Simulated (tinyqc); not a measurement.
From a target level to the width: type-II superlattice in the two-band Kane model. Three cases, with inputs chosen for the exercise.

Problem. Which width a puts the bottom of C1 at the energy below?

Motion along the axis, period d = a + b, c = hbar^2/2m0. Conduction and light-hole bands couple: (E - Ec)(E - Ev) = Ep c k^2 in each layer, with mass m(E) = (E - Ev)/Ep, which may be negative. The conduction envelope psi and psi'/m(E) are continuous; a layer carries them by [[cos kt, (m/k) sin kt], [-(k/m) sin kt, cos kt]] (cosh and sinh for k^2 < 0), and cos(q d) = tr(M_B M_A)/2. C1 is the first miniband above EvB, with its bottom at tr/2 = +1 and its top at -1; the gap is the bottom of C1 less the top heavy-hole level HH1.

Constants: hbar^2/2m0 = 3.80998211 eV angstrom^2.

Find: k in A; kappa in B; a.

Method. At q = 0 the state is even in both layers: (k/m_A) tan(k a/2) = (kappa/m_B) tanh(kappa b/2) with the masses at that energy; the first branch of the arctangent gives a.

Case 1.

Values chosen (near those of an InAs/GaSb superlattice; not measured data):
- b = 32 angstrom (layer B)
- EcA = 0 eV (conduction edge of A)
- EvA = -0.412 eV (valence edge of A)
- EcB = 0.943 eV (conduction edge of B)
- EvB = 0.136 eV (valence edge of B)
- EpA = 14.5 eV (coupling energy in A)
- EpB = 18.3 eV (coupling energy in B)

bottom of C1 = 0.354433 eV

Solution.

k in A = 0.07012 1/angstrom
kappa in B = 0.04294 1/angstrom
a = 29.0 angstrom

Case 2.

Values chosen (near those of an InAs/GaSb superlattice; not measured data):
- b = 53 angstrom (layer B)
- EcA = 0 eV (conduction edge of A)
- EvA = -0.419 eV (valence edge of A)
- EcB = 0.926 eV (conduction edge of B)
- EvB = 0.128 eV (valence edge of B)
- EpA = 14.2 eV (coupling energy in A)
- EpB = 17.7 eV (coupling energy in B)

bottom of C1 = 0.258538 eV

Solution.

k in A = 0.05690 1/angstrom
kappa in B = 0.03594 1/angstrom
a = 44.0 angstrom

Case 3.

Values chosen (near those of an InAs/GaSb superlattice; not measured data):
- b = 55 angstrom (layer B)
- EcA = 0 eV (conduction edge of A)
- EvA = -0.42 eV (valence edge of A)
- EcB = 0.912 eV (conduction edge of B)
- EvB = 0.105 eV (valence edge of B)
- EpA = 14.3 eV (coupling energy in A)
- EpB = 18.2 eV (coupling energy in B)

bottom of C1 = 0.332968 eV

Solution.

k in A = 0.06784 1/angstrom
kappa in B = 0.04363 1/angstrom
a = 34.0 angstrom

Computed by tinyqc, one run a case: `OMP_NUM_THREADS=1 python tinyqc.py N N+1 out.jsonl` with N = 1280165, 1280171, 1280251; one thread of a shared Intel(R) Xeon(R) Processor @ 2.30GHz, about 0.1 s a run at most.
